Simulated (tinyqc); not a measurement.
Frenkel-Kontorova chain: a misfit dislocation (kink) in a monolayer on a periodic substrate. Changing the misfit f = (b - a)/a. Computed by tinyqc, a small Python program. Command: `OMP_NUM_THREADS=1 python tinyqc.py 3019127 3019128 out.jsonl fkchain sweep`. One thread of a shared host (Intel(R) Xeon(R) Processor @ 2.30GHz), about 0.04 s of CPU time with the checks.

E = sum_j [(k/2)(x_(j+1) - x_j - b)^2 + (W/2)(1 - cos(2 pi x_j/a))], x_j = a (j + u_j). A kink takes u from 0 to 1: the chain is stretched by one period and has one atom fewer than wells.

Inputs (values chosen for the exercise, for a model overlayer):

| quantity | value | unit |
|---|---|---|
| spring constant k | 1.3 | eV/angstrom^2 |
| substrate period a | 2.68 | angstrom |
| corrugation W | 1.65 | eV |
| atomic mass M | 199 | u |

Constants: nu for 1 eV/(angstrom^2 u) = 15.6333042 THz.

Method. l0 = sqrt(k a^2/(2 W)); kink u(j) = (2/pi) arctan exp(pi j/l0); kink energy at f = 0: E0 = (4/pi) W l0; with misfit E0 - k a^2 f; kinks become favourable at f_c = 2/(pi l0), and a coherent chain with free ends loses stability at f_m = 1/l0. Lowest vibration of the flat chain: nu0 = 15.6333042 THz x sqrt(2 pi^2 W/(a^2 M)).

One run for each value:

| misfit f = (b - a)/a | kink energy with misfit (eV) |
|---|---|
| 0.010 | 3.4404 |
| 0.051 | 3.0576 |
| 0.093 | 2.6655 |
| 0.130 | 2.3200 |
| 0.180 | 1.8531 |
| 0.220 | 1.4796 |
| 0.260 | 1.1062 |
| 0.300 | 0.7327 |

What does the table show, and why?

Over the rows, kink energy with misfit (eV) falls from 3.44 to 0.733. It is linear in f, with slope -k a^2.

Caution (all rows): a corrugation above 1 eV is larger than real overlayers usually show; it is chosen to keep the kink narrow. Caution (all rows): for l0 below about 3 the kink spans few atoms, and the continuum kink energy is off by about 2 per cent or more.
